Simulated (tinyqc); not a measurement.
# Ellipsometry and reflectance of a transparent film on an absorbing substrate: what changes with what

Air (index 1), film, substrate with N2 = n2 - i k2; time factor exp(+i w t). q_j = sqrt(N_j^2 - sin^2 th), root with positive real part. Fresnel coefficients r_s = (q_a - q_b)/(q_a + q_b), r_p = (N_b^2 q_a - N_a^2 q_b)/(N_b^2 q_a + N_a^2 q_b). tan(Psi) exp(i Delta) = R_p/R_s, Delta taken from 0 to 360 degrees.

Inputs (values chosen for the exercise); indices close to those of a porous low-k film on silicon:
```
symbol,value,unit,meaning
lam,632.8,nm,wavelength
th,75,degrees,angle of incidence
n1,1.303,,index of the transparent film
d,23,nm,film thickness
n2,3.882,,index of the substrate
k2,0.019,,extinction coefficient of the substrate
```

Each table varies one quantity; the others keep the values above.

## Psi and Delta against the film thickness

beta = 2 pi d q1/lam, X = exp(-2 i beta), R = (r01 + r12 X)/(1 + r01 r12 X) for p and s. The last column is the derivative of Delta.

Psi and Delta against the film thickness:
```
d (nm)  Psi (degrees)  Delta (degrees)   |R_p|^2  |R_s|^2  dDelta/dd (degrees/nm)
0               1.215            172.9  3.417e-4   0.7590                  -20.83
40              16.55            80.64   0.06501   0.7357                 -0.3789
80              28.73            70.77    0.1954   0.6504                 -0.1193
120             39.58            72.52    0.3055   0.4472                  0.2447
160             61.91            98.66    0.3629   0.1033                   1.429
200             63.30            258.9    0.3637  0.09202                   1.568
240             40.04            286.9    0.3079   0.4362                  0.2636
280             29.04            289.2    0.1991   0.6454                 -0.1099
320             16.96            279.7   0.06828   0.7338                 -0.3694
360             1.366            208.4  4.315e-4   0.7589                  -16.57
```

Psi goes from 1.22 through a maximum of 63.3 (at d = 200 nm among the rows listed) to 1.37 degrees. The period is 361.8 nm, after which Psi and Delta return to the values of the bare substrate, so one angle and wavelength fix d only up to a multiple of it. The size of the slope of Delta runs from 0.110 to 20.8 degrees/nm among the rows; Delta is counted modulo 360 degrees, and sharper features can lie between the rows.

## Effect of the index of the transparent film

Same model as above.

dDelta/dd is the derivative of Delta; period lam/(2 q1).

Result of one run:
```
n1    Psi (degrees)  Delta (degrees)  |R_p|^2  |R_s|^2  dDelta/dd (degrees/nm)  period (nm)
1.25          8.973            91.00  0.01877   0.7529                 -0.5874        398.8
```

What becomes of these results when the index of the transparent film n1 is changed from 1.25 to 1.45, all else the same?

Result of the changed run:
```
n1    Psi (degrees)  Delta (degrees)  |R_p|^2  |R_s|^2  dDelta/dd (degrees/nm)  period (nm)
1.45          12.18            83.94  0.03485   0.7474                 -0.7031        292.6
```

The whole series:
```
n1    Psi (degrees)  Delta (degrees)  |R_p|^2  |R_s|^2  dDelta/dd (degrees/nm)  period (nm)
1.25          8.973            91.00  0.01877   0.7529                 -0.5874        398.8
1.45          12.18            83.94  0.03485   0.7474                 -0.7031        292.6
1.65          13.77            79.41  0.04451   0.7415                 -0.8298        236.5
1.85          14.38            75.89  0.04834   0.7356                 -0.9565        200.5
2.05          14.34            72.84  0.04773   0.7299                  -1.088        175.0
2.25          13.83            70.02  0.04396   0.7248                  -1.230        155.7
2.45          12.94            67.31  0.03807   0.7209                  -1.385        140.5
2.65          11.72            64.69  0.03094   0.7187                  -1.557        128.2
```

Psi goes from 8.97 through a maximum of 14.4 (at n1 = 1.85 among the rows listed) to 11.7 degrees and |R_p|^2 goes from 0.0188 through a maximum of 0.0483 (at n1 = 1.85 among the rows listed) to 0.0309. The slope of Delta is largest in size, 1.56 degrees/nm, at n1 = 2.65 among the rows.

tinyqc, about 0.01 s, one thread, Intel Xeon 2.30GHz (shared host): `OMP_NUM_THREADS=1 python tinyqc.py 2870219 2870220 out.jsonl`
